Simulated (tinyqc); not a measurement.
Exchange splitting: exchange-split free-electron bands and tunnelling magnetoresistance.

Majority and minority bands E = c k^2/m -/+ Dx/2, c = hbar^2/2m0, so k_up = sqrt(m (EF + Dx/2)/c), k_dn = sqrt(m (EF - Dx/2)/c); n_s = k_s^3/(6 pi^2), D_s = m k_s/(4 pi^2 c).

Barrier: kappa = sqrt(mb phi/c), c = hbar^2/2m0. With a = k1/m, b = k2/m, w = kappa/mb, the transmission at normal incidence is T(k1, k2) = 4 a b w^2/[w^2 (a + b)^2 + (w^2 + a^2)(w^2 + b^2) sinh^2(kappa d)]. Parallel: G_P = T(up, up) + T(dn, dn); antiparallel: G_AP = 2 T(up, dn); TMR = (G_P - G_AP)/G_AP. Julliere: TMR = 2 P^2/(1 - P^2). Slonczewski factor: P_eff = P_k (w^2 - a_up a_dn)/(w^2 + a_up a_dn), P_k = (k_up - k_dn)/(k_up + k_dn).

Constants: hbar^2/2m0 = 3.80998211 eV angstrom^2.

Inputs chosen for the exercise:
- EF = 4.54 eV (Fermi energy above the mean band bottom)
- m = 1.16 m0 (mass in the electrodes)
- phi = 0.72 eV (barrier height above EF)
- mb = 0.85 m0 (mass in the barrier)
- d = 15.2 angstrom (barrier thickness)

Dx takes the listed multiples of 2 EF.

Results:

| Dx/(2 EF) | k_up | k_dn | P_k | P_eff | TMR (%) |
|---|---|---|---|---|---|
| 0.10 | 1.2331 | 1.1154 | 0.0501 | -0.0322 | 0.21 |
| 0.20 | 1.2879 | 1.0516 | 0.1010 | -0.0645 | 0.83 |
| 0.35 | 1.3660 | 0.9479 | 0.1807 | -0.1129 | 2.58 |
| 0.65 | 1.5102 | 0.6956 | 0.3693 | -0.2056 | 8.83 |
| 0.80 | 1.5774 | 0.5258 | 0.5000 | -0.2349 | 11.68 |
| 0.90 | 1.6206 | 0.3718 | 0.6268 | -0.2109 | 9.31 |
| 0.97 | 1.6502 | 0.2036 | 0.7803 | -0.0453 | 0.41 |

Give the missing row, Dx/(2 EF) = 0.50.

Computed row:
```
Dx/(2 EF)    k_up    k_dn     P_k    P_eff  TMR (%)
0.50       1.4399  0.8313  0.2679  -0.1608     5.31
```

P_k rises from 0.050 to 0.780, and TMR goes from 0.21 % to 0.4 %, not steadily: its largest value is 11.68 % at 0.8 and its smallest 0.21 % at 0.1. At Dx = 2 EF the minority band is empty (a half metal) and G_AP vanishes.

Computed by tinyqc, a small Python program: `OMP_NUM_THREADS=1 python tinyqc.py 1651362 1651363 out.jsonl` (the numbers bound the seed that draws the inputs); one thread of a shared host (Intel(R) Xeon(R) Processor @ 2.30GHz), about 0.01 s for the whole set of steps.
